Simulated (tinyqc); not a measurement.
Lossy on-chip transmission line with skin effect: one step of the calculation.

A uniform line in a homogeneous dielectric: c = sqrt(er)/(c0 Z0), l = Z0 sqrt(er)/c0 (c0 = 299792458 m/s), g = w c td, w = 2 pi f. The resistance joins its limits as r = sqrt(r_dc^2 + r_hf^2), with r_dc = rho/(wd th), r_hf = kr rho/(2 delta (wd + th)), delta = sqrt(rho/(pi f mu0)), mu0 = 4 pi 1e-7 H/m; this is an interpolation, and internal inductance, up to 0.05 nH/mm at low frequency, is neglected.

Question. Propagation constant and impedance. gamma = sqrt((r + i w l)(g + i w c)) = alpha + i beta, Zc = sqrt((r + i w l)/(g + i w c)), roots with positive real part; loss 8.685889638 alpha in dB; phase velocity w/beta.

Values chosen for this exercise:
```
symbol  value  unit    meaning
len      0.33    mm     length
f        0.22   GHz  frequency
```

r = 4.1422507 ohm/mm
l = 0.51270223 nH/mm
c = 91.147063 pF/m
g = 0.0025198531 S/m

Wanted: gamma len; Zc; loss; phase velocity over c0; r/(w l).

Answer.

gamma len = (4.954+5.756i) x 1e-3
Zc = 140.8-116.3i ohm
loss = 0.1304 dB/mm
phase velocity over c0 = 0.2644
r/(w l) = 5.845

r exceeds w l, so the line behaves mainly as an RC line at this frequency.

Program tinyqc, `OMP_NUM_THREADS=1 python tinyqc.py 2810149 2810150 out.jsonl`; Intel Xeon 2.30GHz, shared host, one thread, about 0.01 s.
